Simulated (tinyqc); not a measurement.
Resistance of a source-drain extension with a graded tip: effect of the depth of the extension.

y runs along the channel, the gate covers y > 0. The doping is N0 for y < y0 and N0 10^(-(y - y0)/la) beyond, uniform over the depth xj. Sheet conductance s(y) = q mu(N) max(N - Nch, 0) xj + (for y > 0) ma Cox Vo, with mu(N) = u0 + (u1 - u0)/(1 + (N/Nr)^au) and Cox = eps0 eox/tox. Current is taken as one-dimensional; depletion of the tip, spreading and the contact are left out. The metallurgical junction lies at yj, where N = Nch.

R_spacer = integral of dy/s from -Ls to 0, R_ov from 0 to yj, R_channel = (Lg - 2 yj)/(ma Cox Vo), R_total = 2 R_spacer + 2 R_ov + R_channel. Electrical length L_eff = ma Cox dR_total/d(1/Vo); R_series = R_total - L_eff/(ma Cox Vo).

Inputs (values chosen for the exercise); mobility law close to that of electrons in silicon:

| symbol | value | unit | meaning |
|---|---|---|---|
| eox | 3.9 |  | relative permittivity of the gate insulator (close to silicon dioxide) |
| tox | 1.8 | nm | insulator thickness |
| N0 | 9.5e19 | cm^-3 | active doping of the extension far from the gate |
| la | 4 | nm/decade | lateral abruptness |
| y0 | 1 | nm | position under the gate where the fall begins (gate edge at 0) |
| Nch | 2.9e18 | cm^-3 | channel doping |
| Ls | 6 | nm | spacer length |
| Vo | 0.36 | V | gate overdrive |
| ma | 100 | cm^2/(V s) | mobility of the gate-induced layer |
| u1 | 1414 | cm^2/(V s) | mobility at low doping |
| u0 | 68.5 | cm^2/(V s) | mobility at high doping |
| Nr | 9.2e16 | cm^-3 | reference doping |
| au | 0.711 |  | exponent |
| Lg | 30 | nm | gate length |

Constants: q = 1.602176634e-19 C, eps0 = 8.8541878128e-14 F/cm where lengths are in cm. Results are converted to the units shown.

The same in every row: yj (nm) = 7.061; R_channel (ohm um) = 229.9.

Effect of the depth of the extension:
```
xj (nm)  R_spacer (ohm um)  R_ov (ohm um)  R_total (ohm um)  L_eff (nm)  R_series (ohm um)
4                    13.01          43.70             343.3       19.42              62.21
5.6                  9.295          37.78             324.1       18.74              52.72
7.7                  6.760          32.54             308.5       18.18              45.18
11                   4.732          27.17             293.7       17.66              37.96
15                   3.470          22.98             282.8       17.29              32.50
21                   2.479          18.95             272.8       16.95              27.27
29                   1.795          15.59             264.7       16.70              22.87
40                   1.301          12.73             258.0       16.50              19.03
```

What does the table show?

As xj goes from 4 to 40, R_total falls from 343 to 258 ohm um, L_eff falls from 19.4 to 16.5 nm and R_series falls from 62.2 to 19.0 ohm um.

tinyqc, about 0.05 s, one thread, Intel Xeon 2.30GHz (shared host): `OMP_NUM_THREADS=1 python tinyqc.py 2282081 2282082 out.jsonl`
